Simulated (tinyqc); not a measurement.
## Current crowding under a contact, resistor ladder against the transmission-line model: convergence with the number of cells

A metal contact of length d and width W on a thin layer of the same width. The metal has no resistance, the sheet resistance under it equals Rsh, and current enters the layer at the front edge x = 0.

Cut the contact into n cells of length hc = d/n. Neighbouring cell centres are joined by a = W/(Rsh hc), each centre joins the metal (0 V) by g = W hc/rc, and I enters cell 1 through half a cell: -a v_(i-1) + b_i v_i - a v_(i+1) = I for i = 1 and 0 otherwise, b_i = g + 2 a (g + a at both ends). Rc = v_1/I + 1/(2 a). The error is against Transfer length Lt = sqrt(rc/Rsh); front resistance Rc = (Rsh Lt/W) coth(d/Lt); end resistance Re = (Rsh Lt/W)/sinh(d/Lt).

Inputs (values chosen for the exercise):
- Rsh = 570 ohm/sq (sheet resistance of the semiconductor layer)
- rc = 4.8e-8 ohm cm^2 (specific contact resistivity)
- d = 0.05 um (contact length)
- W = 1 um (contact width)

Convergence with the number of cells:
```
n      hc/Lt  Rc (ohm)  error (%)
1     0.5449     110.2       4.68
2     0.2724     106.6       1.18
4     0.1362     105.6      0.296
8    0.06811     105.4     0.0739
16   0.03405     105.3     0.0185
32   0.01703     105.3    4.62e-3
64  0.008513     105.3    1.16e-3
```

The exact Rc is 105.32 ohm. The error falls from 4.7 % to 0.0012 %, by a factor of 4.0 over the last doubling: second order in the cell length.

Program tinyqc, `OMP_NUM_THREADS=1 python tinyqc.py 2760064 2760065 out.jsonl`; Intel Xeon 2.30GHz, shared host, one thread, about 0.01 s.
